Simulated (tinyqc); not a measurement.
## Undoped gate-all-around wire MOSFET, analytic charge model: effect of the insulator thickness

An undoped round wire of radius R under an insulator shell and a surrounding gate; long channel, electrons only, n = ni exp((psi - V)/Vt) with V the quasi-Fermi potential (0 at the source, Vd at the drain), constant mobility, no quantisation. The radial Poisson equation gives n(r) = n(0)/(1 - (1 - b) r^2/R^2)^2 with b = Q0/(Q + Q0). Q is the electron charge per area of the wire surface.

ni = sqrt(Nc Nv) exp(-Eg/(2 Vt)), Eg in volts; Cox = eps0 eox/(R ln(1 + tox/R)); Q0 = 4 eps0 eps_r Vt/R; V0 = dphi + Vt ln[8 eps0 eps_r Vt/(q ni R^2)]. Q solves Vg - V0 - V = Q/Cox + Vt ln(Q/Q0) + Vt ln(1 + Q/Q0). I = mu (2 pi R/L)[2 Vt (Qs - Qd) + (Qs^2 - Qd^2)/(2 Cox) + Vt Q0 ln((Qd + Q0)/(Qs + Q0))], with Qs at V = 0 and Qd at V = Vd.  I(low) is taken at Vg = 0.33 V, Qs and I(high) at Vg = 1.08 V.

Parameters, values chosen for the exercise; material values close to those of silicon: temperature T = 400 K; band gap Eg = 1.13 eV; relative permittivity of the semiconductor eps_r = 11.8; conduction-band density of states at T Nc = 4.26e19 cm^-3; valence-band density of states at T Nv = 4.08e19 cm^-3; relative permittivity of the gate insulator eox = 3.86; wire radius R = 10 nm; gate work function less that of the intrinsic body dphi = 0.12 V; channel mobility mu = 130 cm^2/(V s); gate length L = 0.1 um; drain voltage Vd = 0.5 V.

Constants: q = 1.602176634e-19 C, kB = 1.380649e-23 J/K, Vt = kB T/q, eps0 = 8.8541878128e-14 F/cm where lengths are in cm. Results are converted to the units shown.

The same in every row: V0 (V) = 0.5766.

Result of one run:
```
I(low) (nA)	Qs(high) (nC/cm^2)	I(high) (uA)
0.3156	264.6	5.737
```

Which insulator thickness tox gave this result: 0.87, 1.2, 2.6, 5.4 or 7.8 nm?

tox = 7.8 nm.

The whole series:
```
tox (nm)	I(low) (nA)	Qs(high) (nC/cm^2)	I(high) (uA)
0.87	0.3163	1405	26.36
1.2	0.3163	1085	20.94
1.8	0.3162	785.9	15.65
2.6	0.3161	589.6	12.05
3.7	0.3160	450.7	9.411
5.4	0.3158	341.7	7.282
7.8	0.3156	264.6	5.737
```

As tox goes from 0.87 to 7.8 nm, I(low) stays near 0.316 nA and I(high) falls from 26.4 to 5.74 uA. On average I(low) is independent of tox and I(high) goes as tox^(-0.70). Below threshold no voltage drops over the insulator in this long-channel model, so its thickness does not matter there. For tox = 0.87 to 5.4 nm the surface density at the source at the higher gate voltage passes 0.3 Nc, where Boltzmann statistics fail. In every row mu V/L at the higher gate voltage, with V the smaller of Vd and Vg - V0, passes 3e6 cm/s, so velocity saturation would lower the current. At tox = 7.8 nm L is under three scale lengths of this cross-section, so short-channel effects, left out here, would raise the subthreshold current.

Computed by the program tinyqc: `OMP_NUM_THREADS=1 python tinyqc.py 2460128 2460129 out.jsonl`, one thread of a shared Intel Xeon 2.30GHz, about 0.03 s for the whole run.
